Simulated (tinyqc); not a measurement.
Carrier density against temperature: charge neutrality of a doped semiconductor with incomplete ionisation. Computed by tinyqc, a small Python program. Command: `OMP_NUM_THREADS=1 python tinyqc.py 3030418 3030419 out.jsonl dopant walk`. One thread of a shared host (Intel(R) Xeon(R) Processor @ 2.30GHz), about 0.03 s of CPU time with the checks.

Energies are counted from the top of the valence band; E_D is measured down from the conduction band and E_A up from the valence band.

Inputs (values chosen for the exercise, modelled on AlN):
```
quantity,value,unit
gap at 0 K E_g0,6,eV
Varshni alpha,0.00179,eV/K
Varshni beta,1420,K
electron mass m_e,0.322,m_0
valleys M_c,1,-
hole mass m_h,2.49,m_0
donor density N_D,2e+19,cm^-3
acceptor density N_A,3.2e+17,cm^-3
donor depth E_D,0.254,eV
acceptor depth E_A,0.514,eV
donor degeneracy g_D,2,-
acceptor degeneracy g_A,4,-
```

Doping: n-type, compensated. Statistics of the bands: Boltzmann.

Constants: k_B = 8.617333262e-05 eV/K; m_0 = 9.1093837015e-31 kg; k_B = 1.380649e-23 J/K; h = 6.62607015e-34 J s.

Method:
- E_g = E_g0 - alpha T^2/(T + beta).
- N_c = 2 M_c (2 pi m_e k_B T/h^2)^(3/2) and N_v = 2 (2 pi m_h k_B T/h^2)^(3/2), masses in units of m_0.
- n = N_c exp((E_F - E_g)/k_B T), p = N_v exp(-E_F/k_B T).
- N_D+ = N_D/(1 + g_D exp((E_F - E_g + E_D)/k_B T)).
- N_A- = N_A/(1 + g_A exp((E_A - E_F)/k_B T)).
- Neutrality: p + N_D+ = n + N_A-; the log ratio is ln[(p + N_D+)/(n + N_A-)].
- Neutrality is solved by bisection at each T. The last column is -k_B d ln(n T^-3/2)/d(1/T) from this row and the one above; it turns negative as ionisation nears completion, when the density grows more slowly than that power of T.

Against temperature:
```
T (K),n (cm^-3),E_F from the band edge (eV),ionised share,activation energy (eV)
110,7.2161e+07,0.22153,0.016000,-
130,5.7211e+09,0.21562,0.016000,0.25400
180,5.0668e+12,0.20086,0.016000,0.25400
270,2.1700e+15,0.17445,0.016108,0.25368
300,7.4479e+15,0.16604,0.016372,0.25016
420,1.4340e+17,0.14367,0.023170,0.22195
600,8.0216e+17,0.14389,0.056108,0.14316
660,1.1136e+18,0.14776,0.071679,0.10525
```

What does the comparison show, and why?

Between the two coldest rows the activation energy is 0.254 eV, 1.00 of the dopant depth: with compensation E_F is pinned at the level and the full depth shows. No row comes within 10 % of the net doping.
